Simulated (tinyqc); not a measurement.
Two-valley model of the transferred-electron effect. Changing the lattice temperature T. Computed by tinyqc, a small Python program. Command: `OMP_NUM_THREADS=1 python tinyqc.py 3018165 3018166 out.jsonl gunn sweep`. One thread of a shared host (Intel(R) Xeon(R) Processor @ 2.30GHz), about 0.02 s of CPU time with the checks.

Both kinds of valley share one electron temperature T_e, and each has a constant mobility.

Inputs (values chosen for the exercise, modelled on GaAs):

| quantity | value | unit |
|---|---|---|
| central-valley mass m1 | 0.066 | m_0 |
| satellite-valley mass m2 | 0.21 | m_0 |
| satellite valleys Z | 4 | - |
| valley separation dE | 0.3 | eV |
| central-valley mobility mu1 | 7700 | cm^2/(V s) |
| satellite-valley mobility mu2 | 200 | cm^2/(V s) |
| energy relaxation time tau_E | 0.93 | ps |

Solver: bisection.

Constants: k_B = 8.617333262e-05 eV/K.

Method. Density-of-states ratio R = Z (m2/m1)^(3/2); n2/n1 = R exp(-dE/(k_B T_e)); mean mobility mu = (mu1 + mu2 n2/n1)/(1 + n2/n1); energy balance e mu F^2 = (3/2) k_B (T_e - T)/tau_E; v = mu F. Using T_e as the parameter, F(T_e) = sqrt(3 k_B (T_e - T)/(2 e mu tau_E)) and v = mu F; find the first maximum and the next minimum of v, and the most negative dv/dF between them.

One run for each value:

| lattice temperature T (K) | peak velocity (1e7 cm/s) | threshold field (kV/cm) | peak-to-valley ratio | most negative differential mobility (cm^2/(V s)) |
|---|---|---|---|---|
| 77 | 2.4624 | 4.3988 | 1.1639 | -631.34 |
| 110 | 2.4103 | 4.4137 | 1.1475 | -572.52 |
| 140 | 2.3632 | 4.4367 | 1.1326 | -519.54 |
| 200 | 2.2700 | 4.5166 | 1.1032 | -415.64 |
| 370 | 2.0224 | 5.1982 | 1.0289 | -147.20 |

Give the missing row, lattice temperature T (K) = 270.

Computed row; columns: (1) lattice temperature T (K); (2) peak velocity (1e7 cm/s); (3) threshold field (kV/cm); (4) peak-to-valley ratio; (5) most negative differential mobility (cm^2/(V s)):
```
(1)     (2)     (3)     (4)      (5)
270  2.1641  4.6893  1.0703  -299.45
```

Interpolating between the two neighbouring rows (linearly) misses most in threshold field (kV/cm), by 2.3 %. Over the rows, peak velocity (1e7 cm/s) falls from 2.46 to 2.02 (exponent d ln y / d ln x -0.060 between the first rows and -0.21 between the last); threshold field (kV/cm) rises from 4.40 to 5.20 (exponent d ln y / d ln x 0.0095 between the first rows and 0.33 between the last); peak-to-valley ratio falls from 1.16 to 1.03 (exponent d ln y / d ln x -0.040 between the first rows and -0.13 between the last). The mobilities are held fixed, so T acts only through T_e - T in the energy balance: a hotter lattice reaches the transfer temperature with less power, and v^2 = (3/2) mu k_B (T_e - T)/(e tau_E) is lower there. Left out: 510, 700 (no negative differential mobility).

Extremes, crossings and ranges named in words are read from the listed rows.
